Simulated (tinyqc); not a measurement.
Levels of description: finite square well with mass mismatch (envelope functions).

A square well of width L and depth V0, mass mw inside and mb outside, energies from the bottom of the well, c = hbar^2/2m0. k = sqrt(mw E/c), kappa = sqrt(mb (V0 - E)/c). psi and psi'/m are continuous at the walls (BenDaniel-Duke), so level n solves k L + 2 atan[(k/mw)/(kappa/mb)] = n pi.

Non-parabolic bands: mw is replaced by mw (1 + alpha_w E) and mb by mb (1 - alpha_b (V0 - E)), in k, kappa and the matching condition alike.

Constants: hbar^2/2m0 = 3.80998211 eV angstrom^2.

Inputs chosen for the exercise (near those of a strained Si well in SiGe; the results hold for these values, not for the real material): L = 69 angstrom (well width); V0 = 0.179 eV (barrier height); mw = 0.935 m0 (mass in the well); mb = 0.901 m0 (mass in the barrier); alpha_w = 0.47 1/eV (non-parabolicity in the well); alpha_b = 0.49 1/eV (non-parabolicity in the barrier).

The same well five ways. mb = mw: the barrier takes the mass of the well. psi' continuous: kappa holds mb but the condition drops the masses, k L + 2 atan(k/kappa) = n pi. The last column is measured against BenDaniel-Duke.

Levels (eV):

| model | E1 | E2 | E3 | E1 - E1(BDD) (meV) |
|---|---|---|---|---|
| infinite walls | 0.0084 | 0.0338 | 0.0760 | 1.9 |
| mb = mw | 0.0065 | 0.0259 | 0.0578 | 0.0 |
| BenDaniel-Duke | 0.0065 | 0.0260 | 0.0580 | 0.0 |
| psi' continuous | 0.0065 | 0.0258 | 0.0576 | -0.1 |
| non-parabolic | 0.0066 | 0.0260 | 0.0572 | 0.1 |

What does the comparison show, and why?

Hard walls put E1 1.9 meV too high. Ignoring the mass step moves it by 0.0 meV and the wrong matching by -0.1 meV: with mb/mw = 0.96, continuity of psi'/m lets the slope outside be 0.96 times the slope inside, which acts like a harder wall. Non-parabolicity shifts E1 by +0.1 meV, the balance of a heavier mass in the well, which lowers it, and a lighter mass deep in the barrier, which hardens the wall. Among the finite wells the largest departure in E1 is that of the model 'psi' continuous'.

Run: tinyqc, `OMP_NUM_THREADS=1 python tinyqc.py 1282561 1282562 out.jsonl`; Intel(R) Xeon(R) Processor @ 2.30GHz, one thread, shared host; about 0.01 s of CPU time with all checks.
